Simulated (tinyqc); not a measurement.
Collinear exchange A + BC -> AB + C on a London-Eyring-Polanyi-Sato surface: saddle, string of images and rate: one step, computed by the program tinyqc. Command: `OMP_NUM_THREADS=1 python tinyqc.py 3113475 3113476 out.jsonl leps walk`. One thread of a shared host (Intel(R) Xeon(R) Processor @ 2.30GHz), about 0.04 s of CPU time with the checks.

x = r(AB), y = r(BC), r(AC) = x + y. V is counted from separated atoms, the barrier from A + BC, that is V + D(BC).

Task: Transition-state rate. One-dimensional rate constant without tunnelling, k = sqrt(k_B T/(2 pi mu)) [sinh(h nu_BC/(2 k_B T))/sinh(h nu_s/(2 k_B T))] exp(-barrier/(k_B T)) with mu = m_A (m_B + m_C)/(m_A + m_B + m_C); Wigner factor 1 + (h nu_i/(k_B T))^2/24; adiabatic barrier = barrier + h (nu_s - nu_BC)/2.

Inputs (values chosen for the exercise, bond data loosely for abstraction of hydrogen from a Ge-H bond by a hydrogen atom; the barrier is not fitted): mass of A = 1.008 u; mass of B = 1.008 u; mass of C = 72.6 u; temperature T = 700 K.

barrier = 0.4109817 eV

real frequency at the saddle = 30.12903 THz

nu_BC = 62.59178 THz

imaginary frequency = 58.32454 THz

Constants: h x 1 THz = 4.135667696 meV; k_B = 1.380649e-23 J/K; u = 1.6605390666e-27 kg; k_B = 8.617333262e-05 eV/K.

Give: adiabatic barrier; rate constant k; Wigner factor.

Result:

adiabatic barrier = 0.34385 eV

rate constant k = 364.61 cm/s

Wigner factor = 1.6663
